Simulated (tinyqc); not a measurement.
Slow cooling against a quench: self-consistent Fermi level with native defects, at growth and after a quench. Computed by tinyqc, a small Python program. Command: `OMP_NUM_THREADS=1 python tinyqc.py 3025646 3025647 out.jsonl scfermi walk`. One thread of a shared host (Intel(R) Xeon(R) Processor @ 2.30GHz), about 0.08 s of CPU time with the checks.

Energies are counted from the top of the valence band (VBM); when the gap shrinks with temperature the conduction band moves and the levels stay. The added dopant is taken as fully ionised. D and A draw on one reservoir with opposite signs, as the two vacancies of a compound do.

Inputs (values chosen for the exercise, with bands modelled on GaN):

| quantity | value | unit |
|---|---|---|
| gap E_g at 300 K | 3.45 | eV |
| slope -dE_g/dT above 300 K | 0.00069 | eV/K |
| electron mass m_e | 0.192 | m_0 |
| valleys M_c | 1 | - |
| hole mass m_h | 1.37 | m_0 |
| E_f of the neutral native donor D | 2.645 | eV |
| E_f of the neutral native acceptor A | 3.762 | eV |
| shift s of the chemical potential | -0.14 | eV |
| site density N_s | 4e+22 | cm^-3 |
| dopant density N_X | 4.1e+16 | cm^-3 |
| growth temperature T_g | 1310 | K |
| temperature of use T | 400 | K |

Added shallow dopant: acceptor.

levels of D above the VBM, most positive state first (eV): 1.36  2.37

levels of A above the VBM, (0/-1) first (eV): 0.247  1.16  1.47

Constants: m_0 = 9.1093837015e-31 kg; k_B = 1.380649e-23 J/K; h = 6.62607015e-34 J s; k_B = 8.617333262e-05 eV/K.

Method:
- E_f(D, 0) = input + s and E_f(A, 0) = input - s; E_f(q, E_F = 0) follows from the levels, eps(q/q-1) = E_f(q - 1) - E_f(q) at E_F = 0.
- E_g(T) = E_g - slope x max(0, T - 300 K).
- N_c = 2 M_c (2 pi m_e k_B T/h^2)^(3/2) and N_v = 2 (2 pi m_h k_B T/h^2)^(3/2), masses in units of m_0.
- At growth T = T_g.
- n = N_c F_1/2((E_F - E_g)/k_B T), p = N_v F_1/2(-E_F/k_B T).
- F_1/2(eta) = (2/sqrt(pi)) int_0^infinity sqrt(x)/(1 + exp(x - eta)) dx, by the trapezoid rule in t = sqrt(x) with step 0.02 up to t = 12 (for eta < -12 by exp(eta) - exp(2 eta)/2^(3/2)).
- In equilibrium c_q = N_s exp(-(E_f(q, 0) + q E_F)/k_B T).
- Net charge = p - n + sum q c_q - N_X; the log ratio is ln(positive charge/negative charge).
- E_F is the root of the log ratio, by 50 bisections between -0.5 eV and E_g + 0.5 eV.
- After a quench the totals of D and A stay as grown, and each is shared among its charge states with weights exp(-(E_f(q, 0) + q E_F)/k_B T).
- Each E_F by bisection; full equilibrium lets the defects form and vanish at every T.

E_f(q, E_F = 0) (eV): D(+2) -1.225, D(+1) 0.135, D(0) 2.505, A(0) 3.902, A(-1) 4.149, A(-2) 5.309, A(-3) 6.779

total D = 3.24645e+16 cm^-3

total A = 8.13930e+13 cm^-3

Two histories (densities in cm^-3):

| T (K) | E_F, equilibrium (eV) | n | p | all defects | E_F, frozen (eV) | n, frozen | p, frozen |
|---|---|---|---|---|---|---|---|
| 1130 | 1.3338 | 2.0169e+12 | 3.3087e+14 | 2.5959e+16 | 1.4586 | 7.2618e+12 | 9.1897e+13 |
| 950 | 1.2085 | 3.6624e+09 | 8.7937e+13 | 2.1947e+16 | 1.4419 | 6.3374e+10 | 5.0819e+12 |
| 760 | 1.0871 | 2.3197e+05 | 1.0038e+13 | 2.0652e+16 | 1.4256 | 4.0756e+07 | 5.7134e+10 |
| 580 | 0.9745 | 8.3588e-02 | 3.6875e+11 | 2.0504e+16 | 1.4101 | 5.0986e+02 | 6.0454e+07 |
| 400 | 0.8621 | 5.9638e-14 | 8.5064e+08 | 2.0500e+16 | 1.3946 | 3.0509e-07 | 1.6628e+02 |

What does the comparison show, and why?

At 400 K equilibrium would leave 2.05e16 defects per cm^3 against 3.25e16 frozen in, and E_F differs by +0.532 eV. Both histories end semi-insulating. Real samples lie between, set by the temperature at which diffusion stops. In so wide a gap the dopant may be only partly ionised at the temperature of use; these carrier densities are then overstated.
